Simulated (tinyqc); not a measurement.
Rise against time: self-heating of a transistor with one or more fingers, with temperature-dependent conductivity. Computed by tinyqc, a small Python program. Command: `OMP_NUM_THREADS=1 python tinyqc.py 3012773 3012774 out.jsonl selfheat walk`. One thread of a shared host (Intel(R) Xeon(R) Processor @ 2.30GHz), about 0.05 s of CPU time with the checks.

N long parallel fingers lie on the top face of a slab whose bottom is held at T_0; the top is otherwise insulated, and heat flows in two dimensions. P in W/mm is 1000 P in W/m.

Inputs (values chosen for the exercise, modelled on silicon carbide):
```
quantity                                      value           unit
conductivity at the base temperature kappa_0    374        W/(m K)
power per gate width P                          7.8           W/mm
fingers N                                         4              -
finger pitch s                                   32     micrometre
width of the heat source w                      0.9     micrometre
substrate thickness t                           130     micrometre
heat capacity C                                2.23  1e6 J/(m^3 K)
pulse length                                    4.3    microsecond
```

Power: power rises with temperature.

Method:
- A line source of power P on the top face raises the top at distance x by (P/(pi kappa_0)) g(x), g(x) = -ln tanh(pi x/(4 t)) (the image sum for the slab). On a strip of width w the centre sees the mean of g over the strip, g_0 = 1 + ln(8 t/(pi w)) for w much below t.
- theta_i = (P/(pi kappa_0)) [g_0 + sum over j != i of g(|i - j| s)], with equal powers and constant conductivity; thermal resistance = largest theta/P.
- After switching on, theta(tau) = (P D/kappa_0) int_0^tau X(u) Z(u) du at the hottest finger, D = kappa_0/C; X = sum over fingers at distance x of [erf((x + w/2)/r) - erf((x - w/2)/r)]/(2 w), Z = sum_(j=-200..200) (-1)^j exp(-(2 j t/r)^2)/sqrt(pi D u), r = 2 sqrt(D u); trapezoid rule on 300 points evenly spaced in ln u from u_0 = 1e-3 min(tau, w^2/D) to tau, plus the exact piece 2 sqrt(u_0/(pi D))/w below u_0. Conductivity and power are held at their base values here, and Fourier's law is used even where the diffusion length is near a phonon free path.

diffusivity D = 167.713 micrometre^2/microsecond

theta of each finger (K): 67.7831  74.4674  74.4674  67.7831

largest theta = 74.4674 K

Heating curve:
```
time (microsecond)  sqrt(D time) (micrometre)  rise (K)  share of the steady rise
1.00e-04                              0.12950    3.3811                    0.0454
0.001                                 0.40953     9.018                    0.1211
0.01                                   1.2950    16.375                    0.2199
0.1                                    4.0953    23.988                    0.3221
1                                      12.950    32.268                    0.4333
5                                      28.958    43.406                    0.5829
20                                     57.916    58.254                    0.7823
60                                     100.31    69.991                    0.9399
150                                    158.61    74.114                    0.9953
```

Half the steady rise is reached between 1.0 and 5.0 microseconds, and the last row holds 99.5 % of it; the slowest time constant is 4 t^2/(pi^2 D) = 40.8 microseconds. While the diffusion length lies between w and the pitch or thickness, the rise grows as the logarithm of time; once it nears the pitch of 32 micrometre the neighbours add their heat.

Extremes, crossings and ranges named in words are read from the listed rows.
